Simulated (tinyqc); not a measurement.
What each parameter does: band edges of strained Si(1-x)Ge(x) on relaxed Si(1-y)Ge(y).

Values are linear in the Ge fraction but for ED(x) = linear - CD x (1 - x) and a(x) = linear - Ca x (1 - x). Energies are on the common scale of Ev.

Coherent growth on a (001) face: e_par = (a(y) - a(x))/a(x), e_perp = -2 (C12/C11) e_par; exx = eyy = e_par, ezz = e_perp, no shear.

A valley with unit axis u lies at Ev + gap + (av + a_valley) tr(e) + Xu (u.e.u - tr(e)/3); the Delta axes are x, y, z and the L axes [111], [1-1-1], [-11-1], [-1-11]. The second-order shift of the Delta valleys under shear is left out; it lowers the pair normal to the sheared plane by tens of meV at a shear of 1 %.

Valence edges: Ev plus the levels of the 6 x 6 matrix of X, Y, Z times spin with -Dso/3 + l exx + m (eyy + ezz) on the diagonal (cyclic), n exy off it, l = av + 2 b, m = av - b, n = sqrt(3) d. Spin-orbit term (Dso/3) L.sigma on X, Y, Z with (L_k)_ij = -i epsilon_kij: <X+|H|Y+> = -i Dso/3, <X+|H|Z-> = Dso/3, <Y+|H|Z-> = -i Dso/3, <Z+|H|X-> = -Dso/3, <Z+|H|Y-> = i Dso/3, <X-|H|Y-> = i Dso/3, and their conjugates; + and - are the spin along z.

Values chosen for the exercise (end members near Si and Ge, in this order; shifted at random, so the results belong to these values and not to a real crystal): a = (5.434, 5.65) angstrom (lattice constant); Dso = (0.044, 0.286) eV (spin-orbit splitting); av = (2.46, 1.23) eV (valence hydrostatic potential); b = (-2.1, -2.55) eV (tetragonal shear potential); d = (-4.85, -5.27) eV (trigonal shear potential); C11 = (166.1, 127.8) GPa; C12 = (63.4, 48.5) GPa; C44 = (79.4, 66.2) GPa; Ev = (0, 0.63) eV (top of the unstrained valence band); ED = (1.153, 0.928) eV (gap to the Delta valleys); EL = (1.973, 0.744) eV (gap to the L valleys); aD = (1.86, 1.2) eV (hydrostatic potential of the Delta gap); aL = (-3.42, -2.66) eV (hydrostatic potential of the L gap); XuD = (8.85, 9.26) eV (uniaxial potential, Delta); XuL = (15.9, 15.57) eV (uniaxial potential, L); CD = 0.236 eV (bowing of the Delta gap); Ca = 0.028 angstrom (bowing of the lattice constant); face = 001 (growth face); x = 1 (Ge fraction of the layer); y = 0.8 (Ge fraction of the relaxed buffer).

dEc = Ec(buffer) - Ec(layer), dEv = Ev(layer) - Ev(buffer); buffer edges Ev(y) and Ev(y) + min(ED, EL).

One parameter was then changed.

Results before and after:
```
case     gap (eV)  valence splitting (meV)  dEc (eV)  dEv (eV)
base       0.7340                     64.6    0.0503    0.1510
changed    0.7728                     55.9    0.0347    0.1278
```

Which of these changes was made? (a) x = 0.97; (b) y = 0.83; (c) Ev = (0, 0.724) eV; (d) d = (-5.577, -6.06) eV; (e) aD = (2.139, 1.38) eV; (f) av = (2.829, 1.414) eV; (g) CD = 0.286 eV; (h) aL = (-3.933, -3.059) eV.

Answer: (a) x = 0.97. Of the candidates, run in turn, only this one gives the changed row.

All candidates:
```
case                      gap (eV)  valence splitting (meV)  dEc (eV)  dEv (eV)
base                        0.7340                     64.6    0.0503    0.1510
x = 0.97                    0.7728                     55.9    0.0347    0.1278
y = 0.83                    0.7355                     56.6    0.0691    0.1284
CD = 0.286 eV               0.7340                     64.6    0.0423    0.1510
d = (-5.577, -6.06) eV      0.7340                     64.6    0.0503    0.1510
aL = (-3.933, -3.059) eV    0.7382                     64.6    0.0461    0.1510
av = (2.829, 1.414) eV      0.7340                     64.6    0.0522    0.1490
aD = (2.139, 1.38) eV       0.7340                     64.6    0.0503    0.1510
Ev = (0, 0.724) eV          0.7340                     64.6    0.0315    0.1698
```

The lowest valleys of the layer are L4, so among the conduction-band potentials only those of that family reach the gap and dEc; the buffer is unstrained. A shift large enough to swap the lowest family would change that.

Program tinyqc; command `OMP_NUM_THREADS=1 python tinyqc.py 1051530 1051531 out.jsonl`; about 0.01 s on one thread of a shared Intel(R) Xeon(R) Processor @ 2.30GHz.
